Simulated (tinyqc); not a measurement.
Inside a calculation. Model: crystallisation kinetics and data retention of a phase-change cell.

Program tinyqc, `OMP_NUM_THREADS=1 python tinyqc.py 2490043 2490044 out.jsonl`; Intel Xeon 2.30GHz, shared host, one thread, about 0.02 s. Printed values are rounded.

Johnson-Mehl-Avrami-Kolmogorov law X = 1 - exp(-y^n), y = integral of k dt, k = (1/100 s) exp[-(Ec q/kB)(1/T - 1/T1)].

Inputs (values chosen for the exercise); values of the order of Ge-Sb-Te and related chalcogenides: activation energy of crystallisation Ec = 2.57 eV; temperature at which the rate k is 1/(100 s) T1 = 464 K; Avrami exponent n = 3.5; crystalline share at which the state is lost Xf = 0.5; storage temperature T = 371 K; heating rate b = 1 K/min; start of the ramp table Ta = 418 K; step of the table dT = 5 K; steps m = 10.

Constants: q = 1.602176634e-19 C, kB = 1.380649e-23 J/K. Results are converted to the units shown.

Range of the model: One Arrhenius rate is assumed; incubation, growth from the boundary and the non-Arrhenius kinetics of the supercooled liquid are left out.

## Retention

At fixed T the state fails at t = (-ln(1 - Xf))^(1/n)/k; ten years are 3.15576e8 s.

k = 1.00605e-9 1/s
y at failure = 0.900578
time to fail = 8.95167e8 s
the same in years = 28.3661
temperature for ten years = 375.875 K

The cell meets ten years at 371 K.

## A heating ramp

T rises at the rate b. Start with y = k (kB Ta^2/(q Ec))/b, the integral from cold to Ta to leading order; over each step k is taken as exponential in T, so y gains (dT/b)(k2 - k1)/ln(k2/k1). dX/dt = n y^(n - 1) k exp(-y^n), listed as 0 once y^n exceeds 23.

```
point	T (K)	k (1/s)	y	X	dX/dt (1/s)
0	418	8.47408e-6	0.00297876	1.44254e-9	1.43632e-11
1	423	1.96952e-5	0.00697032	2.82739e-8	2.79615e-10
2	428	4.48817e-5	0.0161440	5.34612e-7	5.20193e-9
3	433	1.00350e-4	0.0368248	9.58275e-6	9.13972e-8
4	438	2.20286e-4	0.0825867	1.61864e-4	1.51098e-6
5	443	4.75061e-4	0.182041	0.00257061	2.34490e-5
6	448	0.00100707	0.394461	0.0378155	3.31434e-4
7	453	0.00209976	0.840592	0.419905	0.00276185
8	458	0.00430835	1.76246	0.999303	4.33710e-5
9	463	0.00870382	3.63764	1	0
10	468	0.0173214	7.39432	1	0
```

Among the points the rate is largest at 453 K, where X = 0.420; the exact peak lies at 454.1 K.
